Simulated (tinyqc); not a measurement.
Switching kinetics of a ferroelectric film and the memory window of a ferroelectric gate stack: one step, computed by the program tinyqc.

Fields in MV/cm; 1 microcoulomb/cm^2 over eps_0 is 11.29409 MV/cm. In the stack (metal, ferroelectric, interlayer, channel) the channel is taken as a conductor.

Problem. The hysteresis loop. Saturated branches: P(E) = P_s tanh[(E -/+ E_c)/(2 delta)], delta = E_c/ln[(1 + P_r/P_s)/(1 - P_r/P_s)]; D = P + eps_0 eps_F E.

Inputs (values chosen for the exercise, for a model film): saturation polarisation P_s = 22 microcoulomb/cm^2; ratio P_r/P_s = 0.74; coercive field E_c = 1.3 MV/cm; permittivity of the ferroelectric eps_F = 24.

Give: delta; P on both branches (microcoulomb/cm^2) at E/E_c = -3, -2, -1, -0.5, 0, 0.5, 1, 1.5, 2, 3; peak differential permittivity eps_F + P_s/(2 delta eps_0).

Solution.

delta = 0.6839 MV/cm

P on both branches (microcoulomb/cm^2) at E/E_c = -3, -2, -1, -0.5, 0, 0.5, 1, 1.5, 2, 3:
```
E (MV/cm)  rising branch  falling branch
-3.90             -21.98          -21.04
-2.60             -21.85          -16.28
-1.30             -21.04            0.00
-0.65             -19.60            9.73
0.00              -16.28           16.28
0.65               -9.73           19.60
1.30                0.00           21.04
1.95                9.73           21.62
2.60               16.28           21.85
3.90               21.04           21.98
```

peak differential permittivity eps_F + P_s/(2 delta eps_0) = 205.7
